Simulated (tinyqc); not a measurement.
Gated two-dimensional channel with two bands, quantum capacitance: effect of the gate voltage.

phi is the Fermi level above the lowest band edge, in volts; Vg is counted from the gate voltage at which an empty channel would have phi = 0. The channel has no thickness; trap charge is -q Dit phi.

D1 = gv md m0 q/(pi hbar^2), D2 = g2 m2 m0 q/(pi hbar^2) per eV; n1 = D1 Vt ln(1 + exp(phi/Vt)), n2 = D2 Vt ln(1 + exp((phi - E2)/Vt)), n = n1 + n2; Cq = q dn/dphi = q [D1/(1 + exp(-phi/Vt)) + D2/(1 + exp((E2 - phi)/Vt))]. Cox = eps0 eox/tox; Vg = phi + q (n + Dit phi)/Cox. 1/C_G = 1/Cox + 1/(Cq + q Dit); dphi/dVg = Cox/(Cox + Cq + q Dit).

Inputs (values chosen for the exercise); lowest band close to that of a thin silicon body: temperature T = 300 K; relative permittivity of the gate insulator (close to silicon nitride) eox = 7.65; insulator thickness tox = 9.8 nm; in-plane mass md = 0.195 m0; valley degeneracy gv = 2; in-plane mass of a second band, chosen freely m2 = 0.22 m0; valley degeneracy of that band, chosen freely g2 = 6; second band edge above the first E2 = 0.25 eV; density of traps Dit = 1.2e12 cm^-2 eV^-1.

Constants: q = 1.602176634e-19 C, kB = 1.380649e-23 J/K, hbar = 1.054571817e-34 J s, m0 = 9.1093837015e-31 kg, Vt = kB T/q, eps0 = 8.8541878128e-14 F/cm where lengths are in cm. Results are converted to the units shown.

The same in every row: Cox (uF/cm^2) = 0.6912.

Results:
```
Vg (V)    phi (V)  n (cm^-2)  Cq (uF/cm^2)  C_G (uF/cm^2)  dphi/dVg  share of the second band (%)
-0.2      -0.1582    9.272e9       0.05740         0.1834    0.7346                       0.02138
-0.04    -0.07390   2.349e11         1.416         0.4834    0.3006                       0.02197
0.27     -0.02610   1.309e12         6.972         0.6304   0.08799                       0.02505
0.42     -0.01466   1.893e12         9.450         0.6449   0.06689                       0.02696
0.58    -0.005035   2.530e12         11.79         0.6535   0.05454                       0.02927
0.73     0.002572   3.135e12         13.71         0.6584   0.04738                       0.03170
0.89     0.009714   3.786e12         15.48         0.6620   0.04223                       0.03461
1.04      0.01578   4.399e12         16.92         0.6643   0.03881                       0.03765
1.2       0.02176   5.057e12         18.25         0.6662   0.03612                       0.04129
```

Estimate the missing row, Vg = 0.11 V.

Computed row:
```
Vg (V)   phi (V)  n (cm^-2)  Cq (uF/cm^2)  C_G (uF/cm^2)  dphi/dVg  share of the second band (%)
0.11    -0.04362   7.151e11         4.076         0.5948    0.1394                       0.02328
```

With this row back in the table: As Vg goes from -0.2 to 1.2, Cq rises from 0.0574 to 18.3 uF/cm^2, C_G/Cox rises from 0.265 to 0.964 and n rises from 9.27e9 to 5.06e12 cm^-2. Cq is below Cox for Vg = -0.2; there the density of states limits the response dn/dVg more than the insulator does.

Program tinyqc, `OMP_NUM_THREADS=1 python tinyqc.py 2200139 2200140 out.jsonl`; Intel Xeon 2.30GHz, shared host, one thread, about 0.01 s.
